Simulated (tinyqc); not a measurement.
Carbon nanotube by zone folding: one step. The small gap from curvature. Three cases, with inputs chosen for the exercise.

Task: Rolling tilts the orbitals and moves K off the line: Eg = (3/4) t (acc/d)^2 |cos(3 theta)| in the estimate used here (misalignment of pi orbitals alone).

Case 1.

Values chosen (out of a larger set: near those used for carbon; not measured data): t = 2.64 eV (hopping); acc = 1.42 angstrom (bond length).

d = 8.13600 angstrom
theta = 30.0000 degrees

Case 2.

Values chosen (out of a larger set: near those used for carbon; not measured data): t = 2.66 eV (hopping); acc = 1.42 angstrom (bond length).

d = 17.62800 angstrom
theta = 30.0000 degrees

Case 3.

Values chosen (out of a larger set: near those used for carbon; not measured data): t = 2.88 eV (hopping); acc = 1.42 angstrom (bond length).

d = 22.40480 angstrom
theta = 26.9955 degrees

Give: gap.

Result:

Case 1.

gap = 0.0 meV

It vanishes for armchair tubes.

Case 2.

gap = 0.0 meV

It vanishes for armchair tubes.

Case 3.

gap = 1.4 meV

It falls as 1/d^2 and is largest for zigzag tubes.

Computed by tinyqc, one run a case: `OMP_NUM_THREADS=1 python tinyqc.py N N+1 out.jsonl` with N = 1481440, 1482072, 1482201; one thread of a shared Intel(R) Xeon(R) Processor @ 2.30GHz, about 0.04 s a run at most.
